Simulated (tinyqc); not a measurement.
## Trap density from two Hall measurements

Question. p-type body, charge-sheet picture, full ionisation (an idealisation for deep acceptors), Boltzmann statistics for free electrons. e = Ec - EF at the surface. psi = Eg - Vt ln(Nv/Na) - e; N_dep = sqrt(2 eps0 eps_r Na (psi - Vt)/q); n_f = sqrt(N_dep^2 + 2 eps0 eps_r Vt Nc exp(-e/Vt)/q) - N_dep; Vg = Vfb + psi + q (N_dep + n_t + n_f)/Cox, Cox = eps0 eox/tox. Find e and n_t at both points and the mean trap density between them.

Inputs (values chosen for the exercise); band and dielectric values close to those of silicon:
```
symbol    value   unit                                   meaning
T           300      K                               temperature
Eg         1.13     eV                                  band gap
eps_r      11.9                            relative permittivity
Nc      2.83e19  cm^-3    conduction-band density of states at T
Nv      2.66e19  cm^-3       valence-band density of states at T
eox         3.9           relative permittivity of the insulator
tox          27     nm                       insulator thickness
Na       2.2e16  cm^-3                          acceptor density
Vfb       -0.71      V  flat-band voltage without trapped charge
```

Constants: q = 1.602176634e-19 C, kB = 1.380649e-23 J/K, Vt = kB T/q, eps0 = 8.8541878128e-14 F/cm where lengths are in cm. Results are converted to the units shown.

Vg (V): [0.92182327, 1.5333085]
free sheet density from the Hall effect (cm^-2): [2.9834552e10, 3.3088109e11]

Answer. Each n_f fixes e; what the gate voltage holds beyond psi, N_dep and n_f is trapped; the difference quotient is the density, smeared over a few Vt.

e (eV): [0.150, 0.0800]
n_t (cm^-2): [1.65e11, 2.75e11]
mean trap density = 1.57e12 cm^-2 eV^-1

tinyqc, about 0.02 s, one thread, Intel Xeon 2.30GHz (shared host): `OMP_NUM_THREADS=1 python tinyqc.py 2222039 2222040 out.jsonl`
